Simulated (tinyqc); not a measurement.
Worked calculation: interface roughness in a thin film (subband fluctuation and scattering). Values are carried at full precision from step to step, so a last printed digit may differ when a step is redone from the rounded ones.

Square well of width t, barriers V0, c = hbar^2/2m0: E1 solves k t + 2 atan[(k/mz)/(kappa/mb)] = pi, k = sqrt(mz E/c), kappa = sqrt(mb (V0 - E)/c). One interface is rough, so the subband edge fluctuates by G dt with G = |dE1/dt| (central difference of 0.01 angstrom; 2 E1/t for hard walls).

Constants: hbar^2/2m0 = 3.80998211 eV angstrom^2; e^2/(4 pi eps0) = 14.39964547 eV angstrom; hbar = 6.58211957e-16 eV s.

Parameters, chosen for this exercise (near those of a thin Si channel on (100), two-fold valleys; not measured data): t = 20 angstrom (film thickness); mz = 0.918 m0 (confinement mass); V0 = 3.18 eV (barrier); mb = 0.46 m0 (barrier mass); D = 2.6 angstrom (rms height of the roughness); md = 0.193 m0 (mass in the plane); gv = 2 (valleys); Lc = 8 angstrom (correlation length); Ns = 4 x 1e12/cm^2 (sheet density); eps = 7.7 (mean dielectric constant at the channel); Lg = 150 angstrom (gate length); Wg = 150 angstrom (gate width).

## Sensitivity of the level to thickness

Give E1, G, the hard-wall values and the rms fluctuation G D.

E1 = 87.53 meV
G = |dE1/dt| = 8.0813 meV/angstrom

hard walls: E1 (meV) and G (meV/angstrom): 102.405  10.240

G D = 21.01 meV

Hard walls overstate G by a factor 1.27, and the scattering rate, which goes as G^2, by 1.61.

## The angular integrand

Gaussian roughness spectrum S(q) = pi D^2 Lc^2 exp(-q^2 Lc^2/4). Degenerate gas, taken to fill one subband (the second starts to fill once c kF^2/md exceeds E2 - E1, which is not tested here): kF = sqrt(2 pi Ns/gv), q = 2 kF sin(theta/2), 1/tau = (md/(2 pi c hbar)) G^2 times the integral from 0 to pi of S(q)(1 - cos theta)/eps(q)^2 dtheta, eps(q) = 1 + qs/q with screening (qs = gv md q0/(c eps), q0 = e^2/(4 pi eps0), form factors left out, which overstates the screening; other scattering is left out too, so these values lie far above measured mobilities in all but the thinnest films) or 1 without; mobility = tau c2/md with c2 = e/m0 = 1.75882e15 cm^2/(V s^2); 1e12/cm^2 = 1e-4/angstrom^2.

kF, qs, and exp(-q^2 Lc^2/4)(1 - cos theta) without and with the factor 1/eps^2 at theta = 30, 60, ..., 180 degrees.

kF = 0.03545 1/angstrom
qs = 0.1895 1/angstrom

Integrand:
```
theta  q (1/angstrom)   bare  eps(q)  screened
30             0.0183  0.133   11.33   0.00104
60             0.0354  0.490    6.34    0.0122
90             0.0501  0.961    4.78    0.0421
120            0.0614   1.41    4.09    0.0846
150            0.0685   1.73    3.77     0.122
180            0.0709   1.85    3.67     0.137
```

kF Lc = 0.28: the roughness is short-ranged for these electrons, and back-scattering dominates.

## Scattering time and mobility

Integrate over theta.

Results:
```
case      integral  tau (fs)  mobility (cm^2/(V s))
bare         2.958     310.9                   2833
screened    0.1729      5318              4.846e+04
```

Screening raises the mobility by a factor 17.1. With it kF l = 401, so by this rate the carriers are far from localisation. G D = 21.0 meV is more than half of EF - E1 = 24.8 meV, though, which makes the Born rate doubtful.

## Threshold variation

Averaged over an area A = Lg Wg much larger than Lc^2, the thickness varies by D sqrt(pi Lc^2/A), so sigma(Vt) = G D Lc sqrt(pi/A)/e; the Pelgrom coefficient is sigma sqrt(A) (1 micrometre = 1e4 angstrom).

rms of the mean thickness = 0.246 angstrom
sigma(Vt) = 1.986 mV
coefficient = 0.0298 mV micrometre

The electrostatic effect of the thickness is left out.

## Checks

- G from the envelope at the wall, psi(t/2)^2 (E1 + c mz (kappa/mb)^2), against the difference quotient, meV/angstrom: both 8.081.
- Bare integral for Lc -> 0 against pi: both 3.1416.

(tinyqc, `OMP_NUM_THREADS=1 python tinyqc.py 1282104 1282105 out.jsonl`, Intel(R) Xeon(R) Processor @ 2.30GHz, 1 thread, shared host, about 0.01 s.)
